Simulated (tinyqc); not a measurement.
# Worked calculation: chip with leakage that grows with temperature, electro-thermal loop and runaway

Program tinyqc, `OMP_NUM_THREADS=1 python tinyqc.py 2520047 2520048 out.jsonl`; Intel Xeon 2.30GHz, shared host, one thread, about 0.01 s. Printed values are rounded.

One temperature T for the device, T = T0 + Rth P(T), with P(T) = Pd + Pl (T/300 K)^2 exp[(q Ea/kB)(1/(300 K) - 1/T)]. The loop gain is Rth dP/dT; a solution is thermally stable when it is below one.

Inputs (values chosen for the exercise): ambient temperature T0 = 300 K; temperature-independent switching power Pd = 3.5 W; leakage power at 300 K Pl = 0.0315 W; activation energy of the leakage Ea = 0.61 eV; thermal resistance Rth = 9.7 K/W.

Constants: q = 1.602176634e-19 C, kB = 1.380649e-23 J/K. Results are converted to the units shown.

## Iteration 1: temperature by substitution

T at the start = 300 K

P(T) = Pd + Pl (T/300 K)^2 exp[(q Ea/kB)(1/(300 K) - 1/T)]; T(new) = T0 + Rth P(T).

P = 3.53150 W
T after iteration 1 = 334.256 K

## Iteration 2: temperature by substitution

As before.

P = 3.93896 W
T after iteration 2 = 338.208 K

## Course of the iteration: temperature by substitution

Stop when T changes by less than 1e-6 K, or after 200 iterations.

Course of the iteration:
```
iteration    T (K)  |change| (K)
1          334.256          34.3
2          338.208          3.95
3          339.533          1.33
4          340.056         0.523
5          340.275         0.218
6          340.368        0.0933
7          340.408        0.0402
8          340.425        0.0174
9          340.433       7.56e-3
...            ...           ...
12         340.438       6.19e-4
13         340.439       2.69e-4
14         340.439       1.17e-4
15         340.439       5.08e-5
16         340.439       2.21e-5
17         340.439       9.58e-6
18         340.439       4.16e-6
19         340.439       1.81e-6
20         340.439       7.86e-7
```

Converged in 20 iterations. At the end each change is about 0.43 times the one before: linear convergence.

## Loop gain and effective thermal resistance

converged T = 340.439 K

P(T) = Pd + Pl (T/300 K)^2 exp[(q Ea/kB)(1/(300 K) - 1/T)]; P'(T) = (P - Pd)(2/T + q Ea/(kB T^2)); G = Rth P'. A small change of T0 changes T by 1/(1 - G) times as much.

P = 4.16895 W
G = 0.434441
dT/dT0 = 1.76816

The feedback is positive: heating raises the power. A second, unstable solution lies at 366.0 K; above it the temperature runs away.
